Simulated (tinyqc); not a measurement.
RHF in the sto-3g basis, for H6, spin multiplicity 1, step by step. One step of it, computed by the program tinyqc.

Question. Iteration 2: building the Fock matrix. J_ij = sum D_kl (ij|kl), K_ij = sum D_kl (ik|jl); F = H + J - 0.5 K; E = tr D H + tr D J / 2 - 0.25 tr D K + E_nn.

D after iteration 1, order 1H 1s, 2H 1s, 3H 1s, 4H 1s, 5H 1s, 6H 1s:
$$\begin{pmatrix}
0.740555 & 0.556522 & 0.185762 & -0.012348 & -0.348579 & 0.272192 \\
0.556522 & 0.436132 & 0.175942 & 0.086359 & -0.139806 & 0.112353 \\
0.185762 & 0.175942 & 0.130190 & 0.195975 & 0.120310 & -0.236060 \\
-0.012348 & 0.086359 & 0.195975 & 0.513451 & 0.637691 & -0.556452 \\
-0.348579 & -0.139806 & 0.120310 & 0.637691 & 1.160553 & -0.279271 \\
0.272192 & 0.112353 & -0.236060 & -0.556452 & -0.279271 & 1.970801
\end{pmatrix}$$

core Hamiltonian H = T + V (hartree), order 1H 1s, 2H 1s, 3H 1s, 4H 1s, 5H 1s, 6H 1s:
$$\begin{pmatrix}
-1.580227 & -1.012128 & -0.192319 & -0.027382 & -0.001559 & -0.000078 \\
-1.012128 & -1.910741 & -0.896151 & -0.201638 & -0.019316 & -0.001564 \\
-0.192319 & -0.896151 & -2.037326 & -1.139554 & -0.201644 & -0.027443 \\
-0.027382 & -0.201638 & -1.139554 & -2.037383 & -0.896218 & -0.192675 \\
-0.001559 & -0.019316 & -0.201644 & -0.896218 & -1.911144 & -1.013533 \\
-0.000078 & -0.001564 & -0.027443 & -0.192675 & -1.013533 & -1.580839
\end{pmatrix}$$

Two-electron integrals (ij|kl) in chemists' order, unique and non-zero (hartree):
```
(11|11) 0.774606   (21|11) 0.295218   (21|21) 0.145437   (22|11) 0.468060
(22|21) 0.295218   (22|22) 0.774606   (31|11) 0.035562   (31|21) 0.019659
(31|22) 0.046393   (31|31) 0.003237   (32|11) 0.126006   (32|21) 0.080889
(32|22) 0.226760   (32|31) 0.016004   (32|32) 0.091247   (33|11) 0.236861
(33|21) 0.147941   (33|22) 0.417874   (33|31) 0.035562   (33|32) 0.226760
(33|33) 0.774606   (41|11) 0.003441   (41|21) 0.002043   (41|22) 0.005209
(41|31) 0.000380   (41|32) 0.002046   (41|33) 0.005209   (41|41) 0.000049
(42|11) 0.020651   (42|21) 0.012900   (42|22) 0.035562   (42|31) 0.002718
(42|32) 0.016004   (42|33) 0.046393   (42|41) 0.000380   (42|42) 0.003237
(43|11) 0.092794   (43|21) 0.055264   (43|22) 0.147941   (43|31) 0.012900
(43|32) 0.080889   (43|33) 0.295218   (43|41) 0.002043   (43|42) 0.019659
(43|43) 0.145437   (44|11) 0.162222   (44|21) 0.092794   (44|22) 0.236861
(44|31) 0.020651   (44|32) 0.126006   (44|33) 0.468060   (44|41) 0.003441
(44|42) 0.035562   (44|43) 0.295218   (44|44) 0.774606   (51|11) 0.000125
(51|21) 0.000076   (51|22) 0.000203   (51|31) 0.000016   (51|32) 0.000095
(51|33) 0.000282   (51|41) 2.29e-06   (51|42) 0.000020   (51|43) 0.000121
(51|44) 0.000219   (51|51) 1.21e-07   (52|11) 0.001398   (52|21) 0.000837
(52|22) 0.002236   (52|31) 0.000185   (52|32) 0.001113   (52|33) 0.003603
(52|41) 0.000028   (52|42) 0.000254   (52|43) 0.001741   (52|44) 0.003603
(52|51) 1.58e-06   (52|52) 0.000023   (53|11) 0.012981   (53|21) 0.007446
(53|22) 0.019084   (53|31) 0.001652   (53|32) 0.010001   (53|33) 0.035562
(53|41) 0.000263   (53|42) 0.002568   (53|43) 0.019659   (53|44) 0.046393
(53|51) 0.000016   (53|52) 0.000254   (53|53) 0.003237   (54|11) 0.053284
(54|21) 0.029607   (54|22) 0.072974   (54|31) 0.006238   (54|32) 0.036417
(54|33) 0.126006   (54|41) 0.000998   (54|42) 0.010001   (54|43) 0.080889
(54|44) 0.226760   (54|51) 0.000064   (54|52) 0.001113   (54|53) 0.016004
(54|54) 0.091247   (55|11) 0.118596   (55|21) 0.064364   (55|22) 0.154233
(55|31) 0.012981   (55|32) 0.072974   (55|33) 0.236861   (55|41) 0.001989
(55|42) 0.019084   (55|43) 0.147941   (55|44) 0.417874   (55|51) 0.000125
(55|52) 0.002236   (55|53) 0.035562   (55|54) 0.226760   (55|55) 0.774606
(61|11) 4.34e-06   (61|21) 2.56e-06   (61|22) 0.000007   (61|31) 5.71e-07
(61|32) 3.45e-06   (61|33) 0.000012   (61|41) 8.73e-08   (61|42) 8.08e-07
(61|43) 0.000006   (61|44) 0.000011   (61|51) 5.05e-09   (61|52) 7.20e-08
(61|53) 8.08e-07   (61|54) 3.45e-06   (61|55) 0.000007   (62|11) 0.000085
(62|21) 0.000049   (62|22) 0.000125   (62|31) 0.000011   (62|32) 0.000064
(62|33) 0.000220   (62|41) 1.68e-06   (62|42) 0.000016   (62|43) 0.000121
(62|44) 0.000283   (62|51) 1.02e-07   (62|52) 1.59e-06   (62|53) 0.000020
(62|54) 0.000095   (62|55) 0.000204   (62|61) 5.07e-09   (62|62) 1.22e-07
(63|11) 0.001442   (63|21) 0.000804   (63|22) 0.001994   (63|31) 0.000171
(63|32) 0.001000   (63|33) 0.003450   (63|41) 0.000027   (63|42) 0.000264
(63|43) 0.002048   (63|44) 0.005221   (63|51) 1.68e-06   (63|52) 0.000028
(63|53) 0.000381   (63|54) 0.002051   (63|55) 0.005220   (63|61) 8.75e-08
(63|62) 2.31e-06   (63|63) 0.000049   (64|11) 0.009866   (64|21) 0.005387
(64|22) 0.013005   (64|31) 0.001100   (64|32) 0.006250   (64|33) 0.020692
(64|41) 0.000171   (64|42) 0.001655   (64|43) 0.012926   (64|44) 0.035634
(64|51) 0.000011   (64|52) 0.000185   (64|53) 0.002724   (64|54) 0.016035
(64|55) 0.046479   (64|61) 5.72e-07   (64|62) 0.000016   (64|63) 0.000381
(64|64) 0.003249   (65|11) 0.051035   (65|21) 0.027323   (65|22) 0.064450
(65|31) 0.005384   (65|32) 0.029647   (65|33) 0.092922   (65|41) 0.000803
(65|42) 0.007457   (65|43) 0.055342   (65|44) 0.148157   (65|51) 0.000049
(65|52) 0.000838   (65|53) 0.012919   (65|54) 0.081010   (65|55) 0.295665
(65|61) 2.57e-06   (65|62) 0.000076   (65|63) 0.002050   (65|64) 0.019720
(65|65) 0.145825   (66|11) 0.096354   (66|21) 0.050979   (66|22) 0.118623
(66|31) 0.009850   (66|32) 0.053298   (66|33) 0.162272   (66|41) 0.001439
(66|42) 0.012985   (66|43) 0.092828   (66|44) 0.236966   (66|51) 0.000085
(66|52) 0.001398   (66|53) 0.020661   (66|54) 0.126077   (66|55) 0.468379
(66|61) 4.34e-06   (66|62) 0.000125   (66|63) 0.003450   (66|64) 0.035634
(66|65) 0.295665   (66|66) 0.774606
```

nuclear repulsion = 4.18344294 hartree

Give: Coulomb J; exchange K; Fock matrix F; total energy of this density.

Answer.

Coulomb J (hartree), order 1H 1s, 2H 1s, 3H 1s, 4H 1s, 5H 1s, 6H 1s:
$$\begin{pmatrix}
1.6759 & 0.8286 & 0.1345 & 0.0171 & 0.0009 & 0.0000 \\
0.8286 & 1.8084 & 0.6632 & 0.1393 & 0.0126 & 0.0010 \\
0.1345 & 0.6632 & 1.7663 & 0.8941 & 0.1596 & 0.0212 \\
0.0171 & 0.1393 & 0.8941 & 2.0855 & 0.8531 & 0.1783 \\
0.0009 & 0.0126 & 0.1596 & 0.8531 & 2.4637 & 1.1475 \\
0.0000 & 0.0010 & 0.0212 & 0.1783 & 1.1475 & 2.4127
\end{pmatrix}$$

exchange K (hartree), order 1H 1s, 2H 1s, 3H 1s, 4H 1s, 5H 1s, 6H 1s:
$$\begin{pmatrix}
0.9866 & 0.7422 & 0.2245 & 0.0441 & -0.0232 & 0.0096 \\
0.7422 & 0.9090 & 0.3815 & 0.1378 & 0.0102 & 0.0020 \\
0.2245 & 0.3815 & 0.4876 & 0.4528 & 0.1911 & -0.0115 \\
0.0441 & 0.1378 & 0.4528 & 0.9112 & 0.6493 & 0.1023 \\
-0.0232 & 0.0102 & 0.1911 & 0.6493 & 1.2761 & 0.7606 \\
0.0096 & 0.0020 & -0.0115 & 0.1023 & 0.7606 & 1.5169
\end{pmatrix}$$

Fock matrix F (hartree), order 1H 1s, 2H 1s, 3H 1s, 4H 1s, 5H 1s, 6H 1s:
$$\begin{pmatrix}
-0.3976 & -0.5546 & -0.1701 & -0.0323 & 0.0109 & -0.0048 \\
-0.5546 & -0.5569 & -0.4237 & -0.1313 & -0.0118 & -0.0016 \\
-0.1701 & -0.4237 & -0.5148 & -0.4718 & -0.1376 & -0.0005 \\
-0.0323 & -0.1313 & -0.4718 & -0.4074 & -0.3678 & -0.0655 \\
0.0109 & -0.0118 & -0.1376 & -0.3678 & -0.0855 & -0.2463 \\
-0.0048 & -0.0016 & -0.0005 & -0.0655 & -0.2463 & 0.0734
\end{pmatrix}$$

total energy of this density = -2.385403 hartree
